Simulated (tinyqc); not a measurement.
Equilibrium and kinetic segregation of a solute to boundaries and growing surfaces: one step, computed by the program tinyqc. Command: `OMP_NUM_THREADS=1 python tinyqc.py 3011293 3011294 out.jsonl segreg walk`. One thread of a shared host (Intel(R) Xeon(R) Processor @ 2.30GHz), about 0.01 s of CPU time with the checks.

Task: Segregation at a growing surface. Two-state exchange during growth, dilute: jump up r_u = nu exp(-E_b/(k_B T_g)), jump back r_d = r_u exp(-E_s/(k_B T_g)), nu = 1e13 1/s. In the time 1/R of one monolayer the share carried up is p = [r_u/(r_u + r_d)] [1 - exp(-(r_u + r_d)/R)]; the tail decays as p^n, length -1/ln p monolayers; the equilibrium limit has p = r_u/(r_u + r_d).

Inputs (values chosen for the exercise, for a model alloy):
```
quantity,value,unit
exchange barrier E_b,1.88,eV
surface segregation energy E_s,0.28,eV
growth temperature T_g,620,K
growth rate,0.46,monolayers/s
```

Constants: k_B = 8.617333262e-05 eV/K.

Give: r_u; r_d; share carried up p; decay length.

Result:

r_u = 0.005225 1/s

r_d = 2.767e-05 1/s

share carried up p = 0.01129

decay length = 0.2230 monolayers

Exchange is slow against growth: the kinetically limited regime, where cooling or faster growth sharpens the profile.
